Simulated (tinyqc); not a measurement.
What each input does: propagation of a band-gap error through k.p and effective-mass formulas.

Chain, for a gap E (the reference Eg or another value), with Ep and Dso kept: 1/me = 1 + Ep (E + 2 Dso/3)/(E (E + Dso)); g* = 2 - 2 Ep Dso/(3 E (E + Dso)); g1(E) = g1 + (Ep/3)(1/E - 1/Eg), g2(E) = g2 + (Ep/6)(1/E - 1/Eg), light hole 1/(g1 + 2 g2), heavy hole 1/(g1 - 2 g2) along [100]; optical constant ei(E) = 1 + (ei - 1)(EP/(EP + E - Eg))^2, static e0(E) = ei(E) + e0 - ei.

Donor: R = Ry me/e0^2, a_B = a0 e0/me, Mott density (0.26/a_B)^3. Nc, Nv = 2 (m kT/(4 pi c))^(3/2), c = hbar^2/2m0, ni = sqrt(Nc Nv) exp(-E/2kT). Exciton: Ry mu/e0^2 with 1/mu = 1/me + g1(E). 1 angstrom^-3 = 1e24 cm^-3.

Constants: Ry = 13.60569312 eV; a0 (Bohr radius) = 0.5291772105 angstrom; kB = 8.617333262e-05 eV/K; hbar^2/2m0 = 3.80998211 eV angstrom^2.

Values chosen for the exercise (reference values near those of GaSb, gap at low temperature; the results hold for these values, not for the real material):

| symbol | value | unit | meaning |
|---|---|---|---|
| Eg | 0.825 | eV | gap at Gamma to the s-like level |
| Dso | 0.765 | eV | spin-orbit splitting |
| Ep | 26.5 | eV | Kane energy |
| g1 | 13.42 |  | Luttinger gamma1 |
| g2 | 4.69 |  | gamma2 |
| e0 | 15.74 |  | static dielectric constant |
| ei | 14.17 |  | optical dielectric constant |
| EP | 3.96 | eV | mean (Penn) gap |
| mh | 0.51 | m0 | density-of-states mass of the holes |
| T | 400 | K | temperature |
| Eg2 | 0.355 | eV | a wrong gap |

All at E = Eg2.

One parameter was then changed.

Results before and after:

| case | me (m0) | light hole (m0) | e0 | donor (meV) | exciton (meV) | log10 ni |
|---|---|---|---|---|---|---|
| base | 0.0170 | 0.0195 | 19.53 | 0.608 | 0.414 | 15.805 |
| changed | 0.0185 | 0.0205 | 19.53 | 0.660 | 0.443 | 15.832 |

Which of these changes was made? (a) Ep = 24.38 eV; (b) Eg2 = 0.327 eV; (c) mh = 0.469 m0; (d) Dso = 0.826 eV; (e) g1 = 12.346; (f) ei = 13.036; (g) EP = 4.277 eV; (h) T = 432 K.

Answer: (a) Ep = 24.38 eV. Of the candidates, run in turn, only this one gives the changed row.

All candidates:

| case | me (m0) | light hole (m0) | e0 | donor (meV) | exciton (meV) | log10 ni |
|---|---|---|---|---|---|---|
| base | 0.0170 | 0.0195 | 19.53 | 0.608 | 0.414 | 15.805 |
| Eg2 = 0.327 eV | 0.0158 | 0.0180 | 19.80 | 0.550 | 0.374 | 15.958 |
| Dso = 0.826 eV | 0.0172 | 0.0195 | 19.53 | 0.613 | 0.416 | 15.807 |
| Ep = 24.38 eV | 0.0185 | 0.0205 | 19.53 | 0.660 | 0.443 | 15.832 |
| g1 = 12.346 | 0.0170 | 0.0200 | 19.53 | 0.608 | 0.419 | 15.805 |
| EP = 4.277 eV | 0.0170 | 0.0195 | 19.19 | 0.630 | 0.428 | 15.805 |
| ei = 13.036 | 0.0170 | 0.0195 | 19.20 | 0.629 | 0.428 | 15.805 |
| mh = 0.469 m0 | 0.0170 | 0.0195 | 19.53 | 0.608 | 0.414 | 15.778 |
| T = 432 K | 0.0170 | 0.0195 | 19.53 | 0.608 | 0.414 | 16.021 |

(tinyqc, `OMP_NUM_THREADS=1 python tinyqc.py 1880806 1880807 out.jsonl`, Intel(R) Xeon(R) Processor @ 2.30GHz, 1 thread, shared host, about 0.01 s.)
